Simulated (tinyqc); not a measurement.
Both approximations at x = 1/2: order-disorder in a binary alloy on two sublattices: Bragg-Williams and pair (quasi-chemical) approximations. Computed by tinyqc, a small Python program. Command: `OMP_NUM_THREADS=1 python tinyqc.py 3024205 3024206 out.jsonl order walk`. One thread of a shared host (Intel(R) Xeon(R) Processor @ 2.30GHz), about 0.01 s of CPU time with the checks.

All z = 8 neighbours of a site lie on the other sublattice. B fills the sublattices with x + eta/2 and x - eta/2; energies are per site, from the pure components: u = -z w y with y the probability of an A-B bond taken in one order.

Inputs (values chosen for the exercise, for a model alloy): ordering energy w = (e_AA + e_BB)/2 - e_AB = 17.4 meV; fraction x of B = 0.4.

Lattice: bcc (B2 order, z = 8).

Constants: k_B = 8.617333262e-05 eV/K.

Method. Bragg-Williams: k_B T_c = 2 z w x (1 - x). Pair approximation at x = 1/2: k_B T_c = w/ln(z/(z - 2)). At x = 1/2 the alloy is an Ising model with K = w/(2 k_B T). Bragg-Williams: eta = tanh(z K eta), neighbour correlation -eta^2. Pair: h = (z - 1) artanh(tanh K tanh h), eta = tanh(z h/(z - 1)), correlation -(tanh K + tanh^2 h)/(1 + tanh K tanh^2 h). T is given in units of the Bragg-Williams T_c at x = 1/2, z w/(2 k_B).

T_c, pair approximation at x = 1/2 = 701.881 K

Order and neighbour correlation:
```
T/T_c   T (K)  eta, Bragg-Williams  correlation, Bragg-Williams  eta, pair  correlation, pair
0.30    242.3              0.99741                     -0.99483    0.99734           -0.99472
0.45    363.5              0.97398                     -0.94863    0.97096           -0.94434
0.55    444.2              0.93553                     -0.87521    0.92253           -0.85847
0.65    525.0              0.87207                     -0.76050    0.83171           -0.71522
0.75    605.8              0.77552                     -0.60143    0.66642           -0.50270
0.85    686.5              0.62950                     -0.39627    0.28927           -0.20895
0.95    767.3              0.37949                     -0.14401    0.00000           -0.13082
1.10    888.4              0.00000                      0.00000    0.00000           -0.11315
1.50   1211.5              0.00000                      0.00000    0.00000           -0.08314
```

The pair approximation loses long-range order between T/T_c = 0.85 and 0.95, at 702 K, and keeps a correlation of -0.083 in the last row. At its own T_c the correlation is -1/(z - 1) = -0.143, so the fewer the neighbours, the more of the ordering energy is released above T_c.
